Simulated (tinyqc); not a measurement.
# Gate voltage for a given inversion charge

Question. p-type body, charge-sheet picture, depletion and inversion only, full ionisation (an idealisation for deep acceptors), Boltzmann statistics (rough once Na exp(x - xn) passes about Nc/7). In units of Vt: xg = (Vg - Vfb)/Vt, x = psi/Vt, G = gamma/sqrt(Vt), xn = (2 phiF + Vc)/Vt. The implicit equation is (xg - x)^2 = G^2 [x - 1 + exp(x - xn)] for x above about 3. Cox = eps0 eox/tox. ni = sqrt(Nc Nv) exp(-Eg/(2 Vt)), Eg in volts; phiF = Vt ln(Na/ni); gamma = sqrt(2 q eps0 eps_r Na)/Cox. N_inv = (Cox Vt G/q) [sqrt(x - 1 + exp(x - xn)) - sqrt(x - 1)]. Find x - xn, psi and Vg.

Values chosen for this exercise; band and dielectric values close to those of silicon:
```
symbol,value,unit,meaning
T,350,K,temperature
Eg,1.11,eV,band gap
eps_r,11.6,,relative permittivity
Nc,3.53e19,cm^-3,conduction-band density of states at T
Nv,3.29e19,cm^-3,valence-band density of states at T
eox,3.9,,relative permittivity of the gate insulator (close to silicon dioxide)
tox,18,nm,insulator thickness
Na,1.3e16,cm^-3,acceptor density
Vfb,-0.74,V,flat-band voltage
Vc,1,V,channel-body voltage
```

Constants: q = 1.602176634e-19 C, kB = 1.380649e-23 J/K, Vt = kB T/q, eps0 = 8.8541878128e-14 F/cm where lengths are in cm. Results are converted to the units shown.

N_inv = 4.6e10 cm^-2

Answer. N_inv rises steadily with x, so it fixes x; the implicit equation then gives xg directly.

x - xn = 2.31
psi = 1.70 V
Vg = 1.44 V

Computed by the program tinyqc: `OMP_NUM_THREADS=1 python tinyqc.py 2122199 2122200 out.jsonl`, one thread of a shared Intel Xeon 2.30GHz, about 0.01 s for the whole run.
